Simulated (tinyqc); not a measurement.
# Band bending at a free surface with a continuum of surface states, surface photovoltage and Kelvin probe: effects of single changes

n-type bulk, xi = Ec - EF = Vt ln(Nc/Nd), p0 = ni^2/Nd, ni = sqrt(Nc Nv) exp(-Eg/(2 Vt)), Eg in volts. b is the upward band bending, u = b/Vt. Space charge per area, in units of q: Qc = sign(b) sqrt((2 eps0 eps_r Vt/q) [(Nd + dn)(exp(-u) - 1) + Nd u + (p0 + dn)(exp(u) - 1)]), with dn the excess density under light (flat quasi-Fermi levels; 0 in the dark). The states hold -Ds (E0 - xi - b): negative while the Fermi level lies above the neutrality level. Neutrality: Qc + Qf + (charge of the states) = 0.

Parameters, values chosen for the exercise; band and dielectric values close to those of indium phosphide:
```
symbol   value         unit                                                    meaning
T          300            K                                                temperature
Eg        1.34           eV                                                   band gap
eps_r     12.3                                                   relative permittivity
Nc      5.7e17        cm^-3                     conduction-band density of states at T
Nv      1.1e19        cm^-3                        valence-band density of states at T
chi       4.44           eV                                          electron affinity
Nd      9.3e15        cm^-3                                              donor density
Qf           0        cm^-2                       fixed positive charge at the surface
pt        5.13           eV                             work function of the probe tip
Ds      4.5e12  cm^-2 eV^-1                                  density of surface states
E0         0.7           eV  depth of their neutrality level below the conduction edge
```

Constants: q = 1.602176634e-19 C, kB = 1.380649e-23 J/K, Vt = kB T/q, eps0 = 8.8541878128e-14 F/cm where lengths are in cm. Results are converted to the units shown.

Each table varies one quantity; the others keep the values above.

## Photovoltage against injection

Under chopped light the surface charge keeps its dark value, so b falls to bL with Qc(bL, dn) = Qc(b, 0); the photovoltage is b - bL.

Photovoltage against injection:
```
dn (cm^-3)	bL (V)	photovoltage (mV)	share of b removed (%)
1.2e7	0.5194	17.72	3.299
1.2e8	0.4868	50.28	9.362
1.1e9	0.4451	91.96	17.12
1e10	0.3987	138.4	25.78
9.9e10	0.3475	189.6	35.30
9.4e11	0.2956	241.5	44.96
8.9e12	0.2426	294.5	54.83
8.5e13	0.1887	348.4	64.88
8e14	0.1347	402.4	74.93
7.6e15	0.08158	455.5	84.81
7.2e16	0.03729	499.8	93.06
```

Read the table: what changes, and by how much?

The photovoltage rises from 17.7 to 500 mV, towards the full b = 537 mV. Its steepest rise is 55.5 mV a decade (Vt ln 10 = 59.5 mV), and it reaches 93.1 % of b in the last row: even strong light does not flatten the bands fully, so a saturation reading understates b. For dn = 7.2e16 the injection is high, and a Dember voltage, left out here, adds to the signal.

## Kelvin-probe contrast of the doping

Same model as above.

Work function chi + xi + b; contact potential difference CPD = (work function of the sample) - pt. b solves the neutrality condition in the dark.

Results:
```
Nd (cm^-3)	xi (eV)	b (V)	CPD (mV)
1.1e14	0.2211	0.4731	4.253
8.7e14	0.1676	0.5154	-6.910
2.4e15	0.1414	0.5301	-18.50
6.7e15	0.1149	0.5372	-37.96
1.9e16	0.08793	0.5317	-70.33
5.2e16	0.06190	0.5083	-119.8
```

Estimate the missing row, Nd = 3.1e14 cm^-3.

Computed row:
```
Nd (cm^-3)	xi (eV)	b (V)	CPD (mV)
3.1e14	0.1943	0.4958	0.1105
```

With this row back in the table: xi falls by 159 mV over the table and the CPD by 124 mV; b goes from 0.473 through a maximum of 0.537 (at Nd = 6.7e15 cm^-3 among the rows listed) to 0.508 V. Between the first two rows the CPD follows 15.5 % of the change of xi, and between the last two 190 %. It is below 100 % where b rises with the doping (pinning hides it). It exceeds 100 % where b falls as the doping rises.

Computed by the program tinyqc: `OMP_NUM_THREADS=1 python tinyqc.py 2430144 2430145 out.jsonl`, one thread of a shared Intel Xeon 2.30GHz, about 0.01 s for the whole run.
